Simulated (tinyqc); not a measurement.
What moves the zone average: special k points of the fcc lattice.

Lattice vectors in units of a: a1 = (0, 1/2, 1/2), a2 = (1/2, 0, 1/2), a3 = (1/2, 1/2, 0); reciprocal vectors b_i with a_i . b_j = 2 pi delta_ij. Mesh: k = sum_i f_i b_i with f_i = (2 j_i + shift)/(2 N), j_i = 0 .. N-1. The point group of the lattice has 48 operations; only those that map the mesh onto itself are used.

A_m(k) = sum over the m-th star of lattice vectors R of cos(k . R), stars in order of length: m = 1: |R|^2 = 0.5, 12 vectors, such as (1, 0, 0) in the basis a_i; m = 2: |R|^2 = 1, 6 vectors, such as (1, 1, -1) in the basis a_i; m = 3: |R|^2 = 1.5, 24 vectors, such as (2, 0, -1) in the basis a_i; m = 4: |R|^2 = 2, 12 vectors, such as (2, 0, 0) in the basis a_i; m = 5: |R|^2 = 2.5, 24 vectors, such as (2, 1, -1) in the basis a_i; m = 6: |R|^2 = 3, 8 vectors, such as (3, -1, -1) in the basis a_i. The zone mean of every A_m is zero.

Test function, the lower band of a two-band insulator: E(k) = -sqrt(D^2 + (e0 - t A_1(k))^2).

Inputs chosen for the exercise (the lattice of Si, GaAs, Cu and Al; shifted at random, so the results belong to these values and not to a real crystal): D = 0.84 eV (half gap term); t = 0.31 eV (coupling); e0 = 1.93 eV (offset); N = 3 (points along each reciprocal vector); shift = 1 (half steps).

Mean of E over the mesh, and its error against the unshifted mesh with N = 24.

One parameter was then changed.

Results before and after:
```
case     mean (eV)  error (meV)  irreducible points
base       -2.2498        -5.98                   6
changed    -2.1557       -10.61                   6
```

Which of these changes was made? (a) D = 0.588 eV; (b) t = 0.403 eV; (c) shift = 0; (d) N = 4.
Answer: (a) D = 0.588 eV. Of the candidates, run in turn, only this one gives the changed row.

All candidates:
```
case          mean (eV)  error (meV)  irreducible points
base            -2.2498        -5.98                   6
N = 4           -2.2423         1.54                  10
shift = 0       -2.2527        -8.94                   4
D = 0.588 eV    -2.1557       -10.61                   6
t = 0.403 eV    -2.3762         1.10                   6
```

tinyqc: `OMP_NUM_THREADS=1 python tinyqc.py 1680379 1680380 out.jsonl`; about 0.1 s, one thread, shared Intel(R) Xeon(R) Processor @ 2.30GHz.
